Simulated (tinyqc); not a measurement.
Worked calculation: composition and strain of an epitaxial Si(1-x)Ge(x) layer from Raman and X-ray peaks. Computed by tinyqc, a small Python program that keeps every step. Command: `OMP_NUM_THREADS=1 python tinyqc.py 3009510 3009511 out.jsonl epiraman walk`. One thread of a shared host (Intel(R) Xeon(R) Processor @ 2.30GHz), about 0.01 s of CPU time with the checks. Intermediate numbers are printed to about 5 digits and carried at full precision; extremes and crossings named in words are read from the listed rows.

A (001) layer, biaxially strained in the plane. The Raman peaks follow empirical lines omega = w0 + c1 x + c3 x^3 + b eps (c3 for Si-Ge alone), with eps the in-plane strain.

Inputs (values chosen for the exercise, modelled on silicon-germanium):
```
quantity,value,unit
Ge fraction x,0.15,-
degree of relaxation R,0.62,-
Ge fraction y of the buffer,0.05,-
lattice constant of Si,5.431,angstrom
lattice constant of Ge,5.658,angstrom
bowing B,0.028,angstrom
2 C12/C11 of Si,0.775,-
2 C12/C11 of Ge,0.745,-
Si-Si: w0,520.2,1/cm
Si-Si: c1,-66.8,1/cm
Si-Si: strain coefficient b,-711,1/cm
Si-Ge: w0,400.3,1/cm
Si-Ge: c1,25,1/cm
Si-Ge: c3,-35.3,1/cm
Si-Ge: strain coefficient b,-559,1/cm
Ge-Ge: w0,280.5,1/cm
Ge-Ge: c1,20.1,1/cm
Ge-Ge: strain coefficient b,-465,1/cm
uncertainty of a Raman peak,0.05,1/cm
X-ray wavelength,1.540598,angstrom
```

Substrate: relaxed alloy buffer. Pair of peaks used: Si-Si and Ge-Ge.

## Lattice constants and strain

Relaxed lattice constant a(x) = a_Si + (a_Ge - a_Si) x - B x (1 - x). In-plane constant a_par = a_sub + R (a(x) - a_sub); eps = a_par/a(x) - 1; eps_perp = -(2 C12/C11) eps with 2 C12/C11 linear in x; a_perp = a(x) (1 + eps_perp). The buffer has a_sub = a(y).

relaxed constant a(x) = 5.46148 angstrom

substrate constant a_sub = 5.44102 angstrom

a_par = 5.4537 angstrom

in-plane strain eps = -1.4236 per mille

strain along the normal = 1.0969 per mille

a_perp = 5.4675 angstrom

The layer is under compression in the plane and is stretched along the normal.

## Raman peaks

Insert x and eps in the three lines; the strain part is b eps.

Si-Si peak = 511.19 1/cm

Si-Ge peak = 404.73 1/cm

Ge-Ge peak = 284.18 1/cm

strain parts (1/cm): Si-Si 1.0122, Si-Ge 0.7958, Ge-Ge 0.6620

Read as unstrained, the Si-Si peak would give x = 0.135 in place of 0.15. Caution: near either end one of the like-atom peaks is weak, since its intensity follows the number of such bonds.

## X-ray (004) reflection

Bragg angle theta = arcsin(2 lambda/a) for (004), for the substrate with a_sub and the layer with a_perp; separation in arc seconds.

theta of the substrate = 34.492 degree

theta of the layer = 34.302 degree

separation, layer less substrate = -684.83 arcsec

## Back from two peaks to composition and strain

Unknowns x and eps (per mille). Newton steps: J d = (measured - model), J = [d omega/dx, d omega/d eps] for the two peaks; start at x = 0.5, eps = 0; stop when |d| < 1e-9. The peaks are rounded to 0.001 per cm; R = (a(x)(1 + eps) - a_sub)/(a(x) - a_sub).

peaks used (1/cm): Si-Si 511.192, Ge-Ge 284.177

Iterations:
```
step,x,eps (per mille),residual 1 (1/cm),residual 2 (1/cm)
0,0.50000,0.0000,24.392,-6.373
1,0.15000,-1.4236,0.000,0.000
```

recovered x = 0.15000

recovered eps = -1.4236 per mille

recovered R = 0.62

## Which pair of peaks is best

For each pair invert J = [d omega/dx, d omega/d eps] at the true x. Independent errors of the given size in both peaks give sigma_x and sigma_eps = uncertainty x (norm of the rows of the inverse of J).

Error propagation:
```
pair,det J,sigma_x,sigma_eps (per mille)
Si-Si and Si-Ge,53.422,8.4650e-04,0.066007
Si-Si and Ge-Ge,45.3531,9.3660e-04,0.076906
Si-Ge and Ge-Ge,0.71888,0.050573,2.1045
```

The pair Si-Si and Si-Ge fixes x best (sigma_x = 8.5e-4) and Si-Ge and Ge-Ge worst (0.051), a factor 60. Strain moves all peaks the same way, so a good pair needs different ratios of composition slope to strain coefficient, best of opposite sign; the slopes here are -66.8, 22.6 and 20.1 per cm for Si-Si, Si-Ge and Ge-Ge. Errors in the coefficients themselves are not counted.

## Relaxation at fixed composition

(004) Bragg angle theta = arcsin(2 lambda/a), with a = a_perp for the layer and a_sub for the substrate; separation = layer less substrate. The apparent x is the one that a fully strained layer (R = 0) would need to give the same a_perp.

Signatures:
```
R,eps (per mille),Si-Si (1/cm),Ge-Ge (1/cm),a_perp (angstrom),(004) separation (arcsec),apparent x if R = 0 is assumed
0.00,-3.7462,512.84,285.26,5.4772,-935.82,0.15000
0.15,-3.1843,512.44,285.00,5.4749,-875.20,0.14354
0.30,-2.6224,512.04,284.73,5.4725,-814.51,0.13708
0.50,-1.8731,511.51,284.39,5.4694,-733.49,0.12844
0.70,-1.1239,510.98,284.04,5.4662,-652.36,0.11979
0.85,-0.5619,510.58,283.78,5.4638,-591.44,0.11329
1.00,0.0000,510.18,283.51,5.4615,-530.45,0.10678
```

Full relaxation moves the Si-Si peak by -2.66 per cm and shrinks the X-ray separation to 57 % of its strained value, about 1/(1 + 2 C12/C11). A symmetric reflection alone cannot part x from R: a relaxed layer read as strained gives x = 0.107 in place of 0.15. An asymmetric reflection or a second peak is needed.

Checks made by the program: recovered composition (relative difference 1e-05).
